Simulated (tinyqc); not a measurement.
Capacitance of parallel on-chip lines from Laplace's equation on a mesh: one step of the calculation.

Cross-section of an endless row of equal lines between two grounded planes; neighbours are driven in antiphase (+1 V and -1 V), so the plane midway between two lines is at 0 V. By symmetry one quarter is solved: x runs from the centre of a line (column 0, mirror) to that midplane (column 4, 0 V), y from the mid-height of the line (row 0, mirror) to the ground plane (row 4, 0 V). The line fills columns 0 to 2 and rows 0 to 1 at 1 V. Cells beside the line (below row 1) have e2, cells above have e1. Each link between nodes has the conductance g = mean permittivity of the two cells beside it (a cell beyond a mirror counts as 0), and the free nodes obey sum g (V_neighbour - V) = 0.

Task. Relaxation sweep. One sweep visits the free nodes row by row from row 0, left to right, and replaces V by V + om (weighted mean of the neighbours - V), using new values at once.

Inputs (values chosen for the exercise):
```
symbol  value  unit                 meaning
om        1.4        over-relaxation factor
```

V at the start (V):
```
       col 0  col 1  col 2  col 3  col 4
row 0      1      1      1      0      0
row 1      1      1      1      0      0
row 2      0      0      0      0      0
row 3      0      0      0      0      0
row 4      0      0      0      0      0
```

gx:
```
       col 0  col 1  col 2  col 3
row 0    1.2    1.2    1.2    1.2
row 1    3.3    3.3    3.3    3.3
row 2    4.2    4.2    4.2    4.2
row 3    4.2    4.2    4.2    4.2
row 4    2.1    2.1    2.1    2.1
```

gy:
```
       col 0  col 1  col 2  col 3  col 4
row 0    1.2    2.4    2.4    2.4    1.2
row 1    2.1    4.2    4.2    4.2    2.1
row 2    2.1    4.2    4.2    4.2    2.1
row 3    2.1    4.2    4.2    4.2    2.1
```

Wanted: V after sweep 1.

Result.

V after sweep 1 (V):
```
       col 0  col 1  col 2  col 3  col 4
row 0  1.000  1.000  1.000  0.350  0.000
row 1  1.000  1.000  1.000  0.439  0.000
row 2  0.350  0.472  0.515  0.334  0.000
row 3  0.122  0.208  0.253  0.206  0.000
row 4  0.000  0.000  0.000  0.000  0.000
```

Numbers from tinyqc (`OMP_NUM_THREADS=1 python tinyqc.py 2790214 2790215 out.jsonl`; about 0.6 s on one thread of a shared Intel Xeon 2.30GHz).
